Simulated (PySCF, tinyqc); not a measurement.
Worked calculation: RHF in the sto-3g basis, for H3+, spin multiplicity 1. The lowest restricted solution is unstable here: a spin-polarised one lies 0.0388 hartree lower (PySCF). One step of it, computed by the program tinyqc.

Task: Iteration 2: DIIS coefficients. Solve [B -1; -1 0][c; lambda] = [0; -1] for the coefficients, which sum to one.

B (overlaps of the stored error matrices):
```
,1,2
1,1.5596194e-01,3.9665834e-03
2,3.9665834e-03,1.0088220e-04
```

Give: DIIS coefficients.

Result:

DIIS coefficients: -0.026  1.026
